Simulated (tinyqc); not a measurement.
Changing the angle of incidence: physical sputtering: collision-cascade yield, angular dependence, faceting and resputtering in deposition. Computed by tinyqc, a small Python program. Command: `OMP_NUM_THREADS=1 python tinyqc.py 3025888 3025889 out.jsonl sputter sweep`. One thread of a shared host (Intel(R) Xeon(R) Processor @ 2.30GHz), about 0.01 s of CPU time with the checks.

Ions start collision cascades; atoms that reach the surface with more than U leave. The target is amorphous or fine-grained.

Inputs (values chosen for the exercise, modelled on argon ions on copper):
```
quantity                    value     unit
ion Z1                         18        -
ion mass M1                 39.95        u
target Z2                      29        -
target mass M2              63.55        u
surface binding energy U     3.49       eV
target density N             84.9   1/nm^3
fit factor Q                    1        -
ion energy E                 4100       eV
current density J            0.29  mA/cm^2
angular exponent f              2        -
angle of the largest yield     71  degrees
```

Constants: e = 1.602176634e-19 C.

Method:
- gamma = 4 M1 M2/(M1 + M2)^2; threshold E_th = 6.7 U/gamma for M1 >= M2, else U (1 + 5.7 M1/M2)/gamma. eps = 0.03255 M2 E/(Z1 Z2 (M1 + M2) z), z = (Z1^(2/3) + Z2^(2/3))^(1/2), E in eV; s_n = 3.441 sqrt(eps) ln(eps + 2.718)/(1 + 6.355 sqrt(eps) + eps (6.882 sqrt(eps) - 1.708)); S_n = 84.78 Z1 Z2 M1 s_n/((M1 + M2) z) in eV angstrom^2; alpha = 0.249 (M2/M1)^0.56 + 0.0035 (M2/M1)^1.5 for M1 <= M2, else 0.0875 (M2/M1)^(-0.15) + 0.165 M2/M1; Y0 = 0.042 Q alpha S_n/U [1 - sqrt(E_th/E)]^2.5 (the electronic-loss factor of the full formula is dropped).
- Erosion rate = Y0 J/(e N); 1 cm^2 = 1e14 nm^2.
- Angular law: Y/Y0 = t^f exp(-f cos(a_opt)(t - 1)), t = 1/cos(angle), largest at a_opt. A plane tilted by the angle recedes along the beam at a speed proportional to Y(angle), and along its own normal as Y cos(angle).

One run for each value; columns: (1) angle of incidence (degrees); (2) Y/Y0 at the angle; (3) normal speed relative to a flat surface; (4) yield at the angle (atoms per ion):
```
(1)     (2)     (3)     (4)
0    1.0000  1.0000   4.372
15   1.0475  1.0118   4.580
30   1.2056  1.0441   5.271
40   1.3968  1.0700   6.107
50   1.6854  1.0834   7.369
60   2.0858  1.0429   9.120
70   2.4427  0.8355  10.680
75   2.3131  0.5987  10.113
80   1.4961  0.2598   6.541
85   0.1437  0.0125   0.628
```

What does the table show, and why?

Over the rows, Y/Y0 at the angle goes from 1.00 through a maximum among these rows, 2.44 at 70.0, to 0.144; normal speed relative to a flat surface goes from 1.00 through a maximum among these rows, 1.08 at 50.0, to 0.0125; yield at the angle (atoms per ion) goes from 4.37 through a maximum among these rows, 10.7 at 70.0, to 0.628. Oblique ions deposit their energy nearer the surface until reflection sets in; the normal speed peaks at a smaller angle than the yield, as the beam spreads over more area.

Extremes, crossings and ranges named in words are read from the listed rows.
